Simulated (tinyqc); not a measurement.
Chemical-mechanical planarisation: Preston law, pattern density and step-height reduction: one step, computed by the program tinyqc. Command: `OMP_NUM_THREADS=1 python tinyqc.py 3018718 3018719 out.jsonl cmp walk`. One thread of a shared host (Intel(R) Xeon(R) Processor @ 2.30GHz), about 0.01 s of CPU time with the checks.

A row of 10 cells, repeated periodically, holds raised features that cover a share rho of each cell.

Question. Effective density. The stiff pad averages the density: rho_eff(i) = sum_j w_ij rho_j / sum_j w_ij, w = exp(-2 d^2/L^2), L the planarisation length and d the distance between cell centres, summed over all periodic images of cell j.

Inputs (values chosen for the exercise, close to those used for copper polishing): cell size = 1.5 mm; planarisation length = 4 mm.

local pattern densities, cell by cell: [0.25, 0.6, 0.3, 0.2, 0.8, 0.5, 0.9, 0.25, 0.2, 0.3]

Give: normalised weights (images included) for cells 0, 1, 2, ... apart; effective densities.

Answer.

normalised weights (images included) for cells 0, 1, 2, ... apart: [0.2992, 0.2259, 0.0971, 0.0238, 0.0033, 0.0005]

effective densities: [0.3433, 0.3791, 0.3953, 0.4444, 0.5359, 0.5923, 0.5499, 0.4288, 0.3257, 0.3053]

Local densities span 0.2 to 0.9, effective ones 0.305 to 0.592.
